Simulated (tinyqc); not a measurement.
Worked calculation: ion implantation: universal nuclear stopping, Lindhard-Scharff electronic stopping and a Gaussian range profile. Computed by tinyqc, a small Python program that keeps every step. Command: `OMP_NUM_THREADS=1 python tinyqc.py 3019933 3019934 out.jsonl implant walk`. One thread of a shared host (Intel(R) Xeon(R) Processor @ 2.30GHz), about 0.08 s of CPU time with the checks. Intermediate numbers are printed to about 6 digits and carried at full precision; extremes and crossings named in words are read from the listed rows.

An ion slows by elastic collisions with screened nuclei and by friction with electrons; channelling is ignored and the target is uniform.

Inputs (values chosen for the exercise, modelled on oxygen ions in germanium):

| quantity | value | unit |
|---|---|---|
| ion atomic number Z1 | 8 | - |
| ion mass M1 | 16 | u |
| target atomic number Z2 | 32 | - |
| target mass M2 | 72.63 | u |
| target density N | 44.2 | 1/nm^3 |
| ion energy E | 2.4 | keV |
| scale factor of electronic stopping k | 1.5 | - |
| dose Q | 8.4e+13 | 1/cm^2 |
| background C_B | 9.6e+15 | 1/cm^3 |
| displacement energy E_d | 15 | eV |
| anneal budget D t | 1.3e-14 | cm^2 |

Follow-up: anneal.

## Stopping at the entry energy

Reduced energy eps = 32.53 M2 E/(Z1 Z2 (M1 + M2)(Z1^0.23 + Z2^0.23)), E in keV; s_n = ln(1 + 1.1383 eps)/(2 (eps + 0.01321 eps^0.21226 + 0.19593 eps^0.5)) for eps up to 30 and ln(eps)/(2 eps) above; S_n = 8.462 Z1 Z2 M1 s_n/((M1 + M2)(Z1^0.23 + Z2^0.23)) in 1e-15 eV cm^2. S_e = k 3.83 Z1^(7/6) Z2/(Z1^(2/3) + Z2^(2/3))^(3/2) sqrt(E/M1) in 1e-15 eV cm^2, E in keV. dE/dx = N (S_n + S_e); 1e-15 eV cm^2 = 0.1 eV nm^2.

reduced energy eps = 0.0652105

s_n = 0.291916

S_n = 29.7876 x 1e-15 eV cm^2

S_e = 15.2481 x 1e-15 eV cm^2

energy loss dE/dx = 199.058 eV/nm

Nuclear stopping carries 66 % of the loss at entry.

## Range and straggle

Path length R = int_0^E dE'/(N (S_n + S_e)); energy lost to nuclei nu = int_0^E S_n/(S_n + S_e) dE' (both with E' = E y^3 and 64 Gauss-Legendre points in y). Estimates of Lindhard type: R_p = R/(1 + M2/(3 M1)), straggle dR_p = (2/3) R_p sqrt(M1 M2)/(M1 + M2).

path length R = 20.4201 nm

projected range R_p = 8.12538 nm

straggle dR_p = 2.08348 nm

energy lost to nuclei nu = 1.68489 keV

70 % of the energy goes to nuclei over the whole path. Caution: the estimates of R_p and dR_p assume mainly nuclear stopping and an ion not much lighter than the target; here they are rough, and for light ions in heavy targets the straggle can be low by a factor of two or more.

## Gaussian profile

C(x) = C_p exp(-(x - R_p)^2/(2 dR_p^2)) with C_p = Q/(sqrt(2 pi) dR_p), 1 nm = 1e-7 cm; the profile falls to the background at x_j = R_p + dR_p sqrt(2 ln(C_p/C_B)); the peak atomic fraction is C_p/N.

peak concentration C_p = 1.60842e+20 1/cm^3

Depth x_j where C falls to C_B = 17.3147 nm

peak atomic fraction = 0.00363896

## Damage

Kinchin-Pease count with efficiency 0.8: N_d = 0.8 nu/(2 E_d), taking all of nu as damage energy (an upper estimate, as recoils also lose energy to electrons). Spread over a depth R_p + dR_p, displacements per atom = Q N_d/(N (R_p + dR_p)).

displacements per ion N_d = 44.9305

displacements per atom = 0.0836413

One displacement per atom would need a dose of 1.0e15 per cm^2 if no defects annealed.

## Anneal

Far from the surface a Gaussian stays Gaussian: sigma^2 = dR_p^2 + 2 D t; peak Q/(sqrt(2 pi) sigma); x_j = R_p + sigma sqrt(2 ln(peak/C_B)).

width sigma = 2.63456 nm

peak after the anneal = 1.27198e+20 1/cm^3

x_j after the anneal = 19.6042 nm

x_j moves by 2.29 nm.

## Nuclear against electronic stopping over energy

The formulas are those given above.

Stopping (1e-15 eV cm^2) and range:

| E (keV) | eps | S_n | S_e | R (nm) | nu/E |
|---|---|---|---|---|---|
| 1 | 2.71710e-02 | 23.6861 | 9.843 | 12.441 | 0.729602 |
| 2 | 5.43420e-02 | 28.5832 | 13.920 | 18.353 | 0.709071 |
| 5 | 1.35855e-01 | 33.8521 | 22.009 | 31.992 | 0.665553 |
| 10 | 2.71710e-01 | 35.8187 | 31.125 | 50.296 | 0.616827 |
| 20 | 5.43420e-01 | 35.1256 | 44.017 | 81.098 | 0.551349 |
| 50 | 1.35855e+00 | 29.7867 | 69.598 | 156.662 | 0.437829 |
| 100 | 2.71710e+00 | 23.5248 | 98.426 | 258.726 | 0.338396 |
| 200 | 5.43420e+00 | 17.0255 | 139.196 | 421.332 | 0.241050 |
| 500 | 1.35855e+01 | 9.9730 | 220.087 | 772.828 | 0.136798 |

Nuclear stopping peaks near 10 keV among these rows (eps = 0.27; the universal curve peaks near 0.3). Electronic stopping overtakes it between 10 and 20 keV. The path length grows as E^0.56 at the low end and E^0.66 at the high end; constant stopping would give E^1, and stopping that rises with E, be it nuclear (below its peak) or electronic, gives a lower exponent.

Checks made by the program: range against adaptive quadrature (relative difference 2e-06).
